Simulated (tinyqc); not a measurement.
What each parameter does: six-band Luttinger-Kohn model with strain.

Six-band Luttinger-Kohn model in the basis |3/2,3/2>, |3/2,1/2>, |3/2,-1/2>, |3/2,-3/2>, |1/2,1/2>, |1/2,-1/2>, electron energies, zero at the top of the unstrained valence band. H = -[rows: (P+Q, -S, R, 0, -S/r2, r2 R); (-S*, P-Q, 0, R, -r2 Q, r32 S); (R*, 0, P-Q, S, r32 S*, r2 Q); (0, R*, S*, P+Q, -r2 R*, -S*/r2); (-S*/r2, -r2 Q, r32 S, -r2 R, P+Dso, 0); (r2 R*, r32 S*, r2 Q, -S/r2, 0, P+Dso)], r2 = sqrt(2), r32 = sqrt(3/2). Levels are twofold.

P = c g1 k^2 - av tr(e); Q = c g2 (kx^2 + ky^2 - 2 kz^2) - (b/2)(exx + eyy - 2 ezz); R = c sqrt3 [-g2 (kx^2 - ky^2) + 2i g3 kx ky] + (sqrt3/2) b (exx - eyy) - i d exy; S = 2 c sqrt3 g3 (kx - i ky) kz - d (exz - i eyz); c = hbar^2/2m0, e the strain tensor (not engineering shear).

s11 = (C11 + C12)/((C11 - C12)(C11 + 2 C12)), s12 = -C12/((C11 - C12)(C11 + 2 C12)), s44 = 1/C44; exx = s11 sxx + s12 (syy + szz) and cyclic, exy = s44 sxy/2; tension is positive. A uniaxial stress X along the unit vector n is s_ij = X n_i n_j.

Constants: hbar^2/2m0 = 3.80998211 eV angstrom^2.

Values chosen for the exercise (near those of Ge; not measured data): Dso = 0.292 eV (spin-orbit splitting); g1 = 13.39 (Luttinger gamma1); g2 = 4.23 (gamma2); g3 = 5.68 (gamma3); av = 1.24 eV (valence hydrostatic potential); b = -2.53 eV (tetragonal shear potential); d = -5.35 eV (trigonal shear potential); C11 = 127.6 GPa; C12 = 48.4 GPa; C44 = 67.1 GPa; load = uniaxial [110] (kind of stress); X = -0.38 GPa (stress).

Edges at k = 0 under a uniaxial [110] stress X and the curvature mass of the top pair along [100] (step 0.0002 1/angstrom).

One parameter was then changed.

Results before and after:
```
case     top (eV)  second (eV)  third (eV)  mass (m0)
base       0.0082      -0.0118     -0.2947      0.062
changed    0.0065      -0.0094     -0.2941      0.062
```

Which of these changes was made? (a) X = -0.304 GPa; (b) av = 1.488 eV; (c) g2 = 3.384; (d) b = -3.036 eV; (e) d = -6.42 eV; (f) g3 = 6.816; (g) C12 = 38.72 GPa.

Answer: (a) X = -0.304 GPa. Of the candidates, run in turn, only this one gives the changed row.

All candidates:
```
case             top (eV)  second (eV)  third (eV)  mass (m0)
base               0.0082      -0.0118     -0.2947      0.062
av = 1.488 eV      0.0078      -0.0122     -0.2951      0.062
C12 = 38.72 GPa    0.0076      -0.0116     -0.2949      0.062
g2 = 3.384         0.0082      -0.0118     -0.2947      0.064
d = -6.42 eV       0.0096      -0.0130     -0.2949      0.063
b = -3.036 eV      0.0090      -0.0125     -0.2948      0.061
X = -0.304 GPa     0.0065      -0.0094     -0.2941      0.062
g3 = 6.816         0.0082      -0.0118     -0.2947      0.062
```

The Luttinger parameters multiply k^2 and cannot move the edges; av shifts all edges alike and leaves the mass.

(tinyqc, `OMP_NUM_THREADS=1 python tinyqc.py 1050506 1050507 out.jsonl`, Intel(R) Xeon(R) Processor @ 2.30GHz, 1 thread, shared host, about 0.2 s.)
